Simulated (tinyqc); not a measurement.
Hubbard chain of 2 sites, step by step. Computed by tinyqc, a small Python program that keeps every step. Settings: hopping = 1.34, U = 10.8, mixing = 0.2, iteration cap = 56. Command: `OMP_NUM_THREADS=1 python tinyqc.py 26991 26992 out.jsonl` (the two numbers bound the seeds that draw the settings). One thread of a shared host (Intel(R) Xeon(R) Processor @ 2.60GHz), about 0.2 s of CPU time with the checks.

one-body matrix (hopping and site energies) (eV):
```
          1         2
1  -0.21000  -1.34000
2  -1.34000  -0.56000
```

U = 10.80000 eV

electrons, up and down: 1  1

n(up) at the start (a guess, not normalised): 1 0.80000, 2 0.20000

n(down) at the start (a guess): 1 0.20000, 2 0.80000

Each step fills the lowest levels of T + U n(other spin) and sets n(new) = n + mixing (n(out) - n); stop when output and input agree to 1e-8.

Course of the cycle:
```
iteration      E (eV)  largest |n(out) - n(in)|  mean |n_up - n_down|
1          -1.0047240                  1.65e-01               0.92358
2          -1.0466472                  1.38e-01               0.93652
3          -1.0697223                  1.14e-01               0.94506
4          -1.0828683                  9.38e-02               0.95093
5          -1.0905754                  7.69e-02               0.95512
6          -1.0952000                  6.30e-02               0.95818
7          -1.0980273                  5.16e-02               0.96046
8          -1.0997818                  4.23e-02               0.96220
9          -1.1008836                  3.45e-02               0.96353
10         -1.1015822                  2.82e-02               0.96457
11         -1.1020286                  2.30e-02               0.96539
...               ...                       ...                   ...
46         -1.1028478                  1.65e-05               0.96863
47         -1.1028478                  1.34e-05               0.96863
48         -1.1028478                  1.09e-05               0.96863
49         -1.1028478                  8.85e-06               0.96863
50         -1.1028478                  7.20e-06               0.96863
51         -1.1028478                  5.85e-06               0.96863
52         -1.1028478                  4.75e-06               0.96863
53         -1.1028478                  3.86e-06               0.96863
54         -1.1028478                  3.14e-06               0.96863
55         -1.1028478                  2.55e-06               0.96863
56         -1.1028478                  2.07e-06               0.96863
```

Can the last value be used, and what does the course show?

Not by the stop rule, although the second column moves by less than 1e-07 over the last three steps. Not converged within 56 iterations: the residual falls steadily but slowly, by a factor of about 0.81 a step. The lowest mean-field energy found from random starts is -1.10285 eV. Reruns (cap 100 unless said): mixing 0.5: converged in 28 (E = -1.10285); mixing 0.9: converged in 11 (E = -1.10285); the original settings with a cap of 400: converged in 82 (E = -1.10285).
